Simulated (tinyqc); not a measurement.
# Segment and feed resistance from two drops

Problem. A rail is fed at one end through Rq; K loads of Ij follow, each after a segment Rs. The drop at load j is K Ij Rq + Rs Ij sum_(l=1..j) (K - l + 1). Find Rs, Rq and the worst drop, at the middle, if the rail were fed through Rq at both ends: K Ij Rq/2 + Rs Ij K^2/8 with the load taken as continuous.

Parameters, values chosen for the exercise:

| symbol | value | unit | meaning |
|---|---|---|---|
| K | 19 |  | number of equal loads |
| Ij | 1.5 | mA | current of each load |

drops at the first and at the last load (mV): 12.739500  112.77450

Solution. The difference of the two drops is Rs Ij K (K - 1)/2, which gives Rs; the first drop then gives Rq.

Rs = 0.3900 ohm
Rq = 0.05700 ohm
drop at the middle with two feeds = 27.21 mV

Program tinyqc, `OMP_NUM_THREADS=1 python tinyqc.py 2770123 2770124 out.jsonl`; Intel Xeon 2.30GHz, shared host, one thread, about 0.1 s.
